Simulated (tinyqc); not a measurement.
Strain-driven roughening and islands of a mismatched epitaxial film: one step, computed by the program tinyqc. Command: `OMP_NUM_THREADS=1 python tinyqc.py 3003205 3003206 out.jsonl island walk`. One thread of a shared host (Intel(R) Xeon(R) Processor @ 2.30GHz), about 0.01 s of CPU time with the checks.

Film and substrate share isotropic elastic constants; the film is coherent and biaxially strained.

Question. A ripple of given wavelength. A ripple A cos(k x) has the surface chemical potential per volume [gamma k^2 - 2 (1 + nu) w k] A cos(k x), so k_c = 2 (1 + nu) w/gamma. With surface diffusion the amplitude grows at the rate q = B k^2 [2 (1 + nu) w k - gamma k^2], fastest at k_m = (3/4) k_c. B is the surface mobility. Stress at the trough = stress x (1 + 2 k A).

Inputs (values chosen for the exercise, modelled on Ge on Si):
```
quantity,value,unit
Poisson ratio nu,0.25,-
surface energy gamma,1.03,J/m^2
surface mobility D_s nu_s Omega^2/(k_B T),1.9e-33,m^6/(J s)
initial ripple amplitude A0,0.077,nm
ripple wavelength over the critical one,2.5,-
```

Transport: surface diffusion.

k_c = 0.7765961 1/nm

energy density w = 319.9576 MJ/m^3

growth time 1/q at k_m = 0.01332001 s

Give: k; rate q; q over the largest rate; stress concentration at A0.

Answer.

k = 0.3106 1/nm

rate q = 27.33 1/s

q over the largest rate = 0.3641

stress concentration at A0 = 1.048

The ripple grows.
